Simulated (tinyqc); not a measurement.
Inside a calculation. Method: extended Hueckel theory, for H4. One step of it, computed by the program tinyqc.

Question. Wolfsberg-Helmholz matrix. H_ij = K' S_ij (H_ii + H_jj)/2 for i != j (the diagonal keeps H_ii), with K' = 1.75.

overlap S, lower triangle:
```
,1H 1s,2H 1s,3H 1s,4H 1s
1H 1s,1.000000
2H 1s,0.630265,1.000000
3H 1s,0.165790,0.491726,1.000000
4H 1s,0.045620,0.165790,0.630265,1.000000
```

diagonal H_ii (eV): 1H 1s -13.600000, 2H 1s -13.600000, 3H 1s -13.600000, 4H 1s -13.600000

K = 1.750000

Give: H.

Answer.

H (eV), lower triangle:
```
,1H 1s,2H 1s,3H 1s,4H 1s
1H 1s,-13.6000
2H 1s,-15.0003,-13.6000
3H 1s,-3.9458,-11.7031,-13.6000
4H 1s,-1.0857,-3.9458,-15.0003,-13.6000
```
